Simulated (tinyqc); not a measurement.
From results back to parameters: interface roughness in a thin film (subband fluctuation and scattering). Four cases, with inputs chosen for the exercise.

Problem. The screened mobility was computed from a hidden rms height D.

Gaussian roughness spectrum S(q) = pi D^2 Lc^2 exp(-q^2 Lc^2/4). Degenerate gas, taken to fill one subband (the second starts to fill once c kF^2/md exceeds E2 - E1, which is not tested here): kF = sqrt(2 pi Ns/gv), q = 2 kF sin(theta/2), 1/tau = (md/(2 pi c hbar)) G^2 times the integral from 0 to pi of S(q)(1 - cos theta)/eps(q)^2 dtheta, eps(q) = 1 + qs/q with screening (qs = gv md q0/(c eps), q0 = e^2/(4 pi eps0), form factors left out, which overstates the screening; other scattering is left out too, so these values lie far above measured mobilities in all but the thinnest films) or 1 without; mobility = tau c2/md with c2 = e/m0 = 1.75882e15 cm^2/(V s^2); 1e12/cm^2 = 1e-4/angstrom^2.

Constants: hbar^2/2m0 = 3.80998211 eV angstrom^2; hbar = 6.58211957e-16 eV s; e^2/(4 pi eps0) = 14.39964547 eV angstrom.

Find: mobility for D = 1 angstrom; D.

Method. The mobility goes as 1/D^2, so D is the square root of the ratio. One value fixes only D^2 times a function of Lc; a second density is needed to part the two.

Case 1.

Values chosen (near those of a thin InGaAs channel; shifted at random, so the results belong to these values and not to a real crystal): md = 0.045 m0 (mass in the plane); gv = 1 (valleys); Lc = 56 angstrom (correlation length); Ns = 0.85 x 1e12/cm^2 (sheet density); eps = 10.6 (mean dielectric constant at the channel).

G = |dE1/dt| = 1.9793 meV/angstrom
mobility = 125491 cm^2/(V s)

Solution.

mobility for D = 1 angstrom = 7.843e+05 cm^2/(V s)
D = 2.50 angstrom

Case 2.

Values chosen (near those of a thin InGaAs channel; shifted at random, so the results belong to these values and not to a real crystal): md = 0.044 m0 (mass in the plane); gv = 1 (valleys); Lc = 32 angstrom (correlation length); Ns = 1.2 x 1e12/cm^2 (sheet density); eps = 10.8 (mean dielectric constant at the channel).

G = |dE1/dt| = 1.1128 meV/angstrom
mobility = 507819 cm^2/(V s)

Solution.

mobility for D = 1 angstrom = 3.702e+06 cm^2/(V s)
D = 2.70 angstrom

Case 3.

Values chosen (near those of a thin Si channel on (100), two-fold valleys; shifted at random, so the results belong to these values and not to a real crystal): md = 0.188 m0 (mass in the plane); gv = 2 (valleys); Lc = 14 angstrom (correlation length); Ns = 2.4 x 1e12/cm^2 (sheet density); eps = 7.9 (mean dielectric constant at the channel).

G = |dE1/dt| = 7.9481 meV/angstrom
mobility = 14565.1 cm^2/(V s)

Solution.

mobility for D = 1 angstrom = 1.684e+05 cm^2/(V s)
D = 3.40 angstrom

Case 4.

Values chosen (near those of a thin Si channel on (100), two-fold valleys; shifted at random, so the results belong to these values and not to a real crystal): md = 0.19 m0 (mass in the plane); gv = 2 (valleys); Lc = 44 angstrom (correlation length); Ns = 2.5 x 1e12/cm^2 (sheet density); eps = 7.5 (mean dielectric constant at the channel).

G = |dE1/dt| = 1.7506 meV/angstrom
mobility = 173172 cm^2/(V s)

Solution.

mobility for D = 1 angstrom = 1.082e+06 cm^2/(V s)
D = 2.50 angstrom

Computed by tinyqc, one run a case: `OMP_NUM_THREADS=1 python tinyqc.py N N+1 out.jsonl` with N = 1252467, 1252553, 1252554, 1252615; one thread of a shared Intel(R) Xeon(R) Processor @ 2.30GHz, about 0.01 s a run at most.
